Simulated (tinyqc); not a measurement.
# Resistance of a tapered via with liner, size effect and interface: what changes with what

A round via whose diameter grows from db at the bottom as D(z) = db + 2 z/tan(ang). The fill, of diameter D - 2 tl, starts above the bottom liner (thickness fb tl) and has rho = rho0 (1 + ks lam/(D - 2 tl)); the sidewall liner conducts in parallel with it. The bottom liner and the interface are crossed over the full area pi db^2/4. Spreading in the lines above and below is left out.

Inputs (values chosen for the exercise); fill metal close to molybdenum: diameter at the bottom db = 27 nm; height hv = 62 nm; sidewall angle ang = 88 degrees; bulk resistivity of the fill rho0 = 5.18 uohm cm; mean free path of the fill lam = 11.2 nm; size-effect factor ks = 0.7; liner on the sidewall tl = 0.1 nm; liner at the bottom over that on the sidewall fb = 0.5; resistivity of the liner rl = 340 uohm cm; interface resistivity at the bottom ri = 3.9e-12 ohm cm^2; ballistic conductance per area, about 3/(4 rho0 lam) Sb = 1.3e15 S/m^2; bulk resistivity of the second fill (close to cobalt) rho2 = 6.23 uohm cm; its mean free path lam2 = 11.9 nm; its liner tl2 = 1.2 nm.

Each table varies one quantity; the others keep the values above.

## Via resistance against the diameter at the bottom

Slices between z0 = fb tl and hv, evaluated at their midpoints: conductance per length pi/4 [(D - 2 tl)^2/rho + (D^2 - (D - 2 tl)^2)/rl], slice resistance = slice height over that. 2000 slices. R_fill = sum of the slices; R_bottom = rl fb tl/(pi db^2/4); R_interface = ri/(pi db^2/4); ballistic (Sharvin) limit 1/(Sb pi (db - 2 tl)^2/4); ideal cylinder rho0 hv/(pi db^2/4).

Via resistance against the diameter at the bottom:
columns A: db (nm); B: R_fill (ohm); C: R_bottom (ohm); D: R_interface (ohm); E: R (ohm); F: ballistic limit (ohm); G: R over ideal cylinder; H: largest part
```
A         B        C        D       E       F      G     H
6     143.1    6.013    13.79   162.9   29.11  1.434  fill
8.3   72.89    3.142    7.208   83.24   14.93  1.402  fill
11    40.51    1.789    4.104   46.40   8.397  1.373  fill
16    18.52   0.8455    1.940   21.31   3.923  1.334  fill
22    9.533   0.4472    1.026   11.01   2.061  1.303  fill
30    5.005   0.2405   0.5517   5.797   1.103  1.276  fill
42    2.497   0.1227   0.2815   2.901  0.5605  1.252  fill
58    1.286  0.06434   0.1476   1.498  0.2932  1.233  fill
80   0.6668  0.03382  0.07759  0.7782  0.1538  1.218  fill
```

What does the table show?

R falls from 163 to 0.778 ohm. The fill is the largest part at db = 6 and in all other rows. R goes as db^(-2.07) between the first two rows and db^(-2.04) between the last two; area alone gives -2.

## Via resistance against the height

Same model as above.

2000 slices.

The same in every row: R_bottom (ohm) = 0.2969; R_interface (ohm) = 0.6812; ballistic limit (ohm) = 1.364.

Results:
```
hv (nm)  R_fill (ohm)  R (ohm)  R over ideal cylinder  largest part
16              1.808    2.786                  1.925          fill
23              2.552    3.530                  1.697          fill
34              3.666    4.644                  1.510          fill
49              5.084    6.062                  1.367          fill
100             9.187    10.16                  1.124          fill
150             12.38    13.36                 0.9846          fill
220             15.90    16.88                 0.8481          fill
```

Estimate the missing row, hv = 71 nm.

Computed row:
```
hv (nm)  R_fill (ohm)  R (ohm)  R over ideal cylinder  largest part
71              6.978    7.956                  1.239          fill
```

With this row back in the table: R rises from 2.79 to 16.9 ohm. The fill is the largest part at hv = 16 and in all other rows. The share of the two bottom terms goes from 35.1 to 5.79 %. For hv = 16, 23 the ballistic limit exceeds half of R_fill, so the diffusive model understates R.

## Two fill metals against the diameter

2000 slices. R_fill = sum of the slices; R_bottom = rl fb tl/(pi db^2/4); R_interface = ri/(pi db^2/4). The second fill has rho2, lam2 and tl2 in place of rho0, lam and tl.

Two fill metals against the diameter:
```
db (nm)  R, first fill (ohm)  R, second fill (ohm)  ratio second/first
6                     162.89                509.18              3.1260
8.5                   79.235                196.43              2.4791
12                    38.730                83.328              2.1515
17                    18.786                36.916              1.9650
24                    9.1925                17.053              1.8551
35                    4.2200                7.5209              1.7822
49                    2.1153                3.6845              1.7418
70                    1.0211                1.7504              1.7142
100                  0.49467               0.83911              1.6963
```

The ratio goes from 3.13 to 1.70. The first fill gives the lower R in every row.

Program tinyqc, `OMP_NUM_THREADS=1 python tinyqc.py 2750191 2750192 out.jsonl`; Intel Xeon 2.30GHz, shared host, one thread, about 0.03 s.
